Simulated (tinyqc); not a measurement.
Ground and coupling capacitance from two measurements.

Inverse problem. A line has Cg to the planes and Cc to each of two neighbours. Find Cg, Cc, the load when both neighbours switch in antiphase, and the pulse on the line when it floats and both neighbours swing by Vx.

Inputs (values chosen for the exercise):
- Vx = 0.8 V (swing)

capacitance with neighbours driven alike and with neighbours grounded (aF/um): [41, 207]

Solution. Driven alike, Cc carries no charge, which leaves Cg; grounded neighbours give Cg + 2 Cc, antiphase Cg + 4 Cc; a floating line divides the swing as 2 Cc/(Cg + 2 Cc).

Cg = 41.0 aF/um
Cc = 83.0 aF/um
load in antiphase = 373 aF/um
pulse = 0.642 V

Numbers from tinyqc (`OMP_NUM_THREADS=1 python tinyqc.py 2790112 2790113 out.jsonl`; about 1 s on one thread of a shared Intel Xeon 2.30GHz).
